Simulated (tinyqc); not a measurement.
# An infinitely deep well in a field (quantum-confined Stark shift), Airy functions: two studies

Hard walls at x = -L/2 and +L/2; between them U(x) = -F x (eV, zero at the centre). C = hbar^2/(2 m0), e = (C F^2/m1)^(1/3), z1 = (F L/2 - E)/e at the left wall and z2 = (-F L/2 - E)/e at the right wall. Levels are the roots of D(E) = Ai(z1) Bi(z2) - Ai(z2) Bi(z1).

Parameters, values chosen for the exercise: mass m1 = 0.53 m0; well width L = 11 nm; field F = 0.00027 V/nm.

Constants: q = 1.602176634e-19 C, hbar = 1.054571817e-34 J s, m0 = 9.1093837015e-31 kg, hbar^2/(2 m0) = 0.0380998212 eV nm^2. Results are converted to the units shown.

Each table varies one quantity; the others keep the values above.

## The Stark shift against well width

Exact shifts E_n(F) - E_n(0) from the roots of D; <x> = -dE_1/dF. E_n(0) = C (n pi/L)^2/m1; second-order shift m1 F^2 L^4 (1 - 15/(pi n)^2)/(48 C pi^2 n^2).

The Stark shift against well width:

| L (nm) | F L/E_1(0) | shift of level 1 (meV) | second order, 1 (meV) | shift of level 2 (meV) | second order, 2 (meV) | <x> of level 1 (nm) |
|---|---|---|---|---|---|---|
| 5.1 | 0.05048 | -7.528e-4 | -7.528e-4 | 2.245e-4 | 2.245e-4 | 0.005576 |
| 6.5 | 0.1045 | -0.001986 | -0.001986 | 5.923e-4 | 5.923e-4 | 0.01471 |
| 7.8 | 0.1806 | -0.004119 | -0.004119 | 0.001228 | 0.001228 | 0.03051 |
| 9.2 | 0.2963 | -0.007970 | -0.007972 | 0.002376 | 0.002377 | 0.05903 |
| 10.6 | 0.4532 | -0.01404 | -0.01405 | 0.004184 | 0.004189 | 0.1040 |
| 12 | 0.6576 | -0.02305 | -0.02307 | 0.006862 | 0.006881 | 0.1706 |
| 13.4 | 0.9157 | -0.03582 | -0.03588 | 0.01064 | 0.01070 | 0.2649 |
| 14.8 | 1.234 | -0.05323 | -0.05339 | 0.01577 | 0.01592 | 0.3931 |

Read the table: what changes, and by how much?

The shift of level 1 falls from -7.53e-4 to -0.0532 meV, as L^(4.00) between the first two rows and L^(3.99) between the last two (second order: power 4). Second order is within 0.01 % of it in size in the first row and 0.30 % above it in the last. The shift of level 2 rises from 2.24e-4 to 0.0158 meV.

## The Stark shift against field

Same model as above.

Result of one run:

| F (V/nm) | F L/E_1(0) | shift of level 1 (meV) | second order, 1 (meV) | shift of level 2 (meV) | second order, 2 (meV) | <x> of level 1 (nm) |
|---|---|---|---|---|---|---|
| 0.0045 | 8.442 | -4.042 | -4.525 | 0.8890 | 1.349 | 1.630 |

What becomes of these results when the field F is changed from 0.0045 to 0.00026 V/nm, all else the same?

Result of the changed run:

| F (V/nm) | F L/E_1(0) | shift of level 1 (meV) | second order, 1 (meV) | shift of level 2 (meV) | second order, 2 (meV) | <x> of level 1 (nm) |
|---|---|---|---|---|---|---|
| 0.00026 | 0.4878 | -0.01510 | -0.01511 | 0.004498 | 0.004505 | 0.1161 |

The whole series:

| F (V/nm) | F L/E_1(0) | shift of level 1 (meV) | second order, 1 (meV) | shift of level 2 (meV) | second order, 2 (meV) | <x> of level 1 (nm) |
|---|---|---|---|---|---|---|
| 0.00026 | 0.4878 | -0.01510 | -0.01511 | 0.004498 | 0.004505 | 0.1161 |
| 0.00038 | 0.7129 | -0.03224 | -0.03227 | 0.009592 | 0.009623 | 0.1695 |
| 0.00054 | 1.013 | -0.06503 | -0.06517 | 0.01931 | 0.01943 | 0.2404 |
| 0.00076 | 1.426 | -0.1286 | -0.1291 | 0.03800 | 0.03849 | 0.3370 |
| 0.0011 | 2.064 | -0.2682 | -0.2704 | 0.07848 | 0.08064 | 0.4836 |
| 0.0016 | 3.002 | -0.5624 | -0.5721 | 0.1612 | 0.1706 | 0.6913 |
| 0.0022 | 4.127 | -1.048 | -1.082 | 0.2901 | 0.3225 | 0.9243 |
| 0.0031 | 5.816 | -2.024 | -2.148 | 0.5213 | 0.6404 | 1.236 |
| 0.0045 | 8.442 | -4.042 | -4.525 | 0.8890 | 1.349 | 1.630 |

The shift of level 1 falls from -0.0151 to -4.04 meV, as F^(2.00) between the first two rows and F^(1.86) between the last two (second order: power 2). Second order is 0.047 % above it in size in the first row and 12 % above it in the last. The shift of level 2 rises from 0.00450 to 0.889 meV.

Program tinyqc, `OMP_NUM_THREADS=1 python tinyqc.py 2580012 2580013 out.jsonl`; Intel Xeon 2.30GHz, shared host, one thread, about 0.02 s.
